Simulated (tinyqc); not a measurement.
Remanence, coercive field and barrier from the coefficients.

Problem. u = al P^2 + be P^4 - E P (P in uC/cm^2, E in kV/cm, u in mJ/cm^3). Find Pr, the polarisation Pc at which dE/dP = 0, Ec and the barrier u(0) - u(Pr).

al = -3.2475953 kV cm/uC
be = 0.0018042196 kV cm^5/uC^3

Answer. Pr^2 = -al/(2 be), Pc^2 = -al/(6 be), Ec = -(4/3) al Pc and the barrier is al^2/(4 be).

Pr = 30.0 uC/cm^2
Pc = 17.3 uC/cm^2
Ec = 75.0 kV/cm
barrier = 1.46e3 mJ/cm^3

tinyqc, about 0.1 s, one thread, Intel Xeon 2.30GHz (shared host): `OMP_NUM_THREADS=1 python tinyqc.py 2860009 2860010 out.jsonl`
